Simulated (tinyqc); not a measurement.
# Changing the alloy fraction f

Model: Debye-Callaway model of lattice thermal conductivity. Computed by tinyqc, a small Python program. Command: `OMP_NUM_THREADS=1 python tinyqc.py 3021376 3021377 out.jsonl callaway sweep`. One thread of a shared host (Intel(R) Xeon(R) Processor @ 2.30GHz), about 0.02 s of CPU time with the checks.

Three acoustic branches with one velocity v, cut at omega_D = k_B Theta/hbar; x = hbar omega/(k_B T). v and Theta are separate inputs: Theta cuts off the heat-carrying modes, so C need not reach 3 k_B/V. gamma is an effective value that sets the umklapp rate.

Inputs (values chosen for the exercise, modelled on magnesium oxide): sound velocity v = 6620 m/s; Debye temperature Theta = 745 K; volume per atom V = 9.34 angstrom^3; mean atomic mass M = 20.15 u; effective Grueneisen parameter gamma = 3.37; umklapp exponent divisor b = 3; mass difference Delta M = 5.17 u; Casimir length L = 3000 micrometre; normal-process factor f_N = 1.3; temperature T = 77 K.

Sample: crystal. Point defects: alloy. Normal processes: included.

Constants: k_B = 1.380649e-23 J/K; hbar = 1.054571817e-34 J s; u = 1.6605390666e-27 kg.

Method:
- For a random alloy on all sites Gamma = f (1 - f) (Delta M/M)^2, with M the mean mass; strain-field scattering is left out. A = V Gamma/(4 pi v^3).
- Rates: point defects A omega^4; umklapp B omega^2 T exp(-Theta/(b T)) with B = hbar gamma^2/(M v^2 Theta); normal processes f_N B omega^2 T (T/Theta)^2. Boundaries: v/L.
- kappa_1 = c int tau_C g dx, g = x^4 e^x/(e^x - 1)^2, c = (k_B/(2 pi^2 v)) (k_B T/hbar)^3, over 0 < x < min(Theta/T, 40), by 96 Gauss-Legendre points in s with x = x_max s^2; 1/tau_C = 1/tau_R + 1/tau_N; kappa_2 = c [int (tau_C/tau_N) g dx]^2 / int (tau_C/(tau_N tau_R)) g dx; kappa = kappa_1 + kappa_2.
- Heat capacity C = 3 c int g dx / v^2; grey free path 3 kappa/(C v); the median free path v tau_C halves kappa_1 when the quadrature points are ordered by free path (each counted at half its weight, interpolated in the logarithm); likewise at 10 % and 90 %.

One run for each value:
```
alloy fraction f  kappa (W/(m K))     Gamma  median free path (nm)
0.001                      793.66  0.000066                   4358
0.003                      742.00  0.000197                   4660
0.01                       641.23  0.000652                   5462
0.02                       565.20  0.001290                   6313
0.05                       455.71  0.003127                   8127
0.1                        375.88  0.005925                  10197
0.2                        307.98  0.010533                  12876
0.35                       269.55  0.014977                  15027
0.5                        259.72  0.016458                  15678
```

What does the table show, and why?

Over the rows, kappa (W/(m K)) falls from 794 to 260 (exponent d ln y / d ln x -0.061 between the first rows and -0.10 between the last); Gamma rises from 6.58e-5 to 0.0165 (exponent d ln y / d ln x 1.00 between the first rows and 0.26 between the last); median free path (nm) rises from 4360 to 15700 (exponent d ln y / d ln x 0.061 between the first rows and 0.12 between the last). M and v are held fixed here.
